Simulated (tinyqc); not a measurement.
## Avrami exponent and activation energy from three anneals

Inverse problem. Isothermal crystallisation follows X = 1 - exp(-(k t)^n) with k proportional to exp(-Ec q/(kB T)). Find n, k at both temperatures and Ec.

Constants: q = 1.602176634e-19 C, kB = 1.380649e-23 J/K. Results are converted to the units shown.

X at (423 K, 520 s), (423 K, 1040 s) and (443 K, 40 s): [0.15807156, 0.85724702, 0.35900859]

Answer. -ln(1 - X) = (k t)^n: the two times give n, and the two rates give Ec.

n = 3.50
k at 423 K = 0.00116 1/s
k at 443 K = 0.0198 1/s
Ec = 2.29 eV

Computed by the program tinyqc: `OMP_NUM_THREADS=1 python tinyqc.py 2490008 2490009 out.jsonl`, one thread of a shared Intel Xeon 2.30GHz, about 0.02 s for the whole run.
